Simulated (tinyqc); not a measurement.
Heavy doping: band filling, gap narrowing, band tails and the effective intrinsic density. Changing the donor density N_D. Computed by tinyqc, a small Python program. Command: `OMP_NUM_THREADS=1 python tinyqc.py 3012931 3012932 out.jsonl gapnarrow sweep`. One thread of a shared host (Intel(R) Xeon(R) Processor @ 2.30GHz), about 0.05 s of CPU time with the checks.

An n-type crystal above its Mott density, with all dopants ionised: n = N_D - N_A, ionised centres N_I = N_D + N_A. Valleys are taken as spherical with mass m_e.

Inputs (values chosen for the exercise, modelled on silicon): gap E_g = 1.12 eV; electron mass m_e = 0.324 m_0; valleys M_c = 6; hole mass m_h = 0.813 m_0; dielectric constant eps = 11.8; compensation ratio N_A/N_D = 0.3; temperature T = 300 K.

Conduction band: parabolic.

Constants: a_0 = 0.529177210903 angstrom; Ry = 13.605693123 eV; k_B = 8.617333262e-05 eV/K; hbar^2/(2 m_0) = 3.80998212 eV angstrom^2; e = 1.602176634e-19 C; eps_0 = 8.8541878128e-12 F/m; e^2/(4 pi eps_0) = 14.39964548 eV angstrom.

Method:
- n = N_D (1 - ratio); Ry* = Ry m_e/eps^2, a* = a_0 eps/m_e; r_s = (3/(4 pi n))^(1/3)/a*; k_F = (3 pi^2 n/M_c)^(1/3); Mott density (0.26/a*)^3.
- n = M_c (1/(2 pi^2)) (m_e/(hbar^2/2m_0))^(3/2) int sqrt(E) f dE, f = 1/(1 + exp((E - E_F)/k_B T)); trapezoid rule in t = sqrt(E/k_B T), step 0.02 up to 12; E_F by bisection from the band edge.
- At T = 0, E_F = (hbar^2/2m_0) k_F^2/m_e; dn/dE_F uses f (1 - f)/k_B T in place of f.
- Screening: q^2 = (e/(eps eps_0)) dn/dE_F. Exchange lowers the conduction band by (1/pi) k_F e^2/(4 pi eps_0 eps) (T = 0 Hartree-Fock at k_F, taken as a rigid shift). Screening raises the valence band by (q/2) e^2/(4 pi eps_0 eps) (static Coulomb hole). The narrowing is the sum; electron correlation and carrier-ion shifts are left out. Root-mean-square potential of randomly placed ions: V_rms = (e^2/(4 pi eps_0 eps)) sqrt(2 pi N_I/q).
- n p/n_i^2 = exp(narrowing/k_B T) x (n/N) exp(-E_F/k_B T), N being the limit of n exp(-E_F/k_B T) far below the edge (taken at E_F = -12 k_B T); apparent narrowing = k_B T ln(n p/n_i^2).

One run for each value; columns: (1) donor density N_D (cm^-3); (2) E_F above the band edge (meV); (3) gap narrowing (meV); (4) screening length 1/q (angstrom); (5) apparent narrowing (meV); (6) V_rms (meV):
```
(1)          (2)     (3)     (4)     (5)     (6)
7.50e+18  -41.34   44.46  18.506   42.74   41.09
1.30e+19  -25.86   56.26  14.371   53.28   47.67
2.10e+19  -11.64   68.55  11.655   63.75   54.56
3.50e+19    4.73   83.61   9.474   75.64   63.51
5.80e+19   22.92  100.12   7.884   87.02   74.58
9.70e+19   44.75  117.97   6.706   96.33   88.95
1.60e+20   71.06  135.80   5.871  100.79  106.89
2.70e+20  106.86  154.80   5.222   97.52  130.96
4.50e+20  154.14  174.10   4.726   82.75  160.84
```

What does the table show, and why?

Over the rows, E_F above the band edge (meV) rises from -41.3 to 154; gap narrowing (meV) rises from 44.5 to 174 (exponent d ln y / d ln x 0.43 between the first rows and 0.23 between the last); screening length 1/q (angstrom) falls from 18.5 to 4.73 (exponent d ln y / d ln x -0.46 between the first rows and -0.20 between the last). At the high end the exponent of screening length 1/q is -0.20, close to -0.17: the exponent of Thomas-Fermi screening in a parabolic band. At the low end the exponent of screening length 1/q is -0.46, close to -0.50: Debye screening.

Caution (all rows): V_rms exceeds both E_F and k_B T, so band tails reshape the edge. Caution (rows 7.50e18, 1.30e19, 2.10e19): r_s is above 1.2, where these high-density terms are rough. Caution (rows 7.50e18, 1.30e19, 2.10e19, 3.50e19, 5.80e19, 9.70e19): E_F is less than 2 k_B T above the edge: the T = 0 exchange term overstates the shift, and an absorption edge at k_F has no meaning. Caution (rows 2.10e19, 3.50e19, 5.80e19, 9.70e19, 1.60e20, 2.70e20, 4.50e20): the screening length is well below a*, where static Thomas-Fermi screening overstates the Coulomb hole. Caution (rows 4.50e20): E_F exceeds a tenth of the gap, so the parabolic band overstates it, by tens of per cent once E_F nears E_g; higher valleys may fill as well.
